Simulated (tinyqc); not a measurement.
Minority carriers and saturation current of a heavily doped emitter: two steps of the calculation.

n-type, parabolic bands, full ionisation. eta = (EF - Ec)/kB T solves N = Nc F12(eta), F12(x) = (2/sqrt(pi)) int_0^infinity sqrt(u)/(1 + exp(u - x)) du. The gap shrinks rigidly by dEg = a3 y^(1/3) + a4 y^(1/4) + a2 y^(1/2), y = N/1e18 cm^-3, an empirical law that is here taken as the true narrowing.

Values chosen for this exercise; band and dielectric values those of a made-up semiconductor:
- T = 250 K (temperature)
- Eg = 1.14 eV (band gap)
- Nc = 1.61e19 cm^-3 (conduction-band density of states at 250 K)
- Nv = 1.59e19 cm^-3 (valence-band density of states at 250 K)
- N = 1.9e19 cm^-3 (ionised donor density)
- a3 = 18.7 meV (coefficient of (N/1e18)^(1/3))
- a4 = 2.6 meV (coefficient of (N/1e18)^(1/4))
- a2 = 4.9 meV (coefficient of (N/1e18)^(1/2))

Constants: q = 1.602176634e-19 C, kB = 1.380649e-23 J/K, Vt = kB T/q. Results are converted to the units shown.

Task 1. Fermi level. Newton step on ln F12(eta) = ln(N/Nc): eta(new) = eta - ln(Nc F12/N) F12/Fm, Fm(x) = dF12/dx = (1/sqrt(pi)) int_0^infinity u^(-1/2)/(1 + exp(u - x)) du.

eta at the start (Boltzmann value) = 0.1656

Find: F12; Fm; eta after iteration 1.

Result 1.

F12 = 0.8706
Fm = 0.6694
eta after iteration 1 = 0.5612

Task 2. Effective intrinsic density. ni = sqrt(Nc Nv) exp(-Eg/(2 Vt)), Eg in volts; degeneracy factor g = F12(eta) exp(-eta); nie^2 = ni^2 exp(dEg/kB T) g, p0 = nie^2/N; apparent narrowing dEg + kB T ln g.

converged eta = 0.57619820

Wanted: ni; dEg; g; apparent narrowing; nie; p0.

Result 2.

ni = 5.1691e7 cm^-3
dEg = 76.686 meV
g = 0.66327
apparent narrowing = 67.841 meV
nie = 2.4959e8 cm^-3
p0 = 0.0032786 cm^-3

Narrowing multiplies p0 by 35.1 and degeneracy by 0.663.

Range of the model: Band tails, non-parabolic bands and incomplete ionisation are left out.

Computed by the program tinyqc: `OMP_NUM_THREADS=1 python tinyqc.py 2330169 2330170 out.jsonl`, one thread of a shared Intel Xeon 2.30GHz, about 0.01 s for the whole run.
